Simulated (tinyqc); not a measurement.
Metal gate on a two-layer dielectric stack with fixed charge and a dipole: one step of the calculation.

Gate, layer 2, layer 1, p-type semiconductor; x runs from the gate inwards. Charges are counted in units of +q. psi is the band bending at the surface, positive towards inversion. Classical charge, Boltzmann statistics, no interface traps.

Question. Charge in the semiconductor. ni = sqrt(Nc Nv) exp(-Eg/(2 Vt)), Eg in volts. Qs = -sign(psi) sqrt(2 q eps0 eps_r Na Vt [exp(-u) + u - 1 + (ni/Na)^2 (exp(u) - u - 1)]), u = psi/Vt.

Parameters, values chosen for the exercise; band and dielectric values close to those of silicon, layer 1 close to silicon dioxide, layer 2 close to aluminium oxide:

| symbol | value | unit | meaning |
|---|---|---|---|
| T | 300 | K | temperature |
| Eg | 1.13 | eV | band gap |
| eps_r | 11.7 |  | relative permittivity |
| Nc | 2.83e19 | cm^-3 | conduction-band density of states at T |
| Nv | 2.63e19 | cm^-3 | valence-band density of states at T |
| Na | 1.4e18 | cm^-3 | acceptor density |
| ps | 0.52 | V | band bending psi of the working point |

Constants: q = 1.602176634e-19 C, kB = 1.380649e-23 J/K, Vt = kB T/q, eps0 = 8.8541878128e-14 F/cm where lengths are in cm. Results are converted to the units shown.

Wanted: Qs.

Answer.

Qs = -0.47921 uC/cm^2

The surface is depleted or weakly inverted.

Program tinyqc, `OMP_NUM_THREADS=1 python tinyqc.py 2010161 2010162 out.jsonl`; Intel Xeon 2.30GHz, shared host, one thread, about 0.01 s.
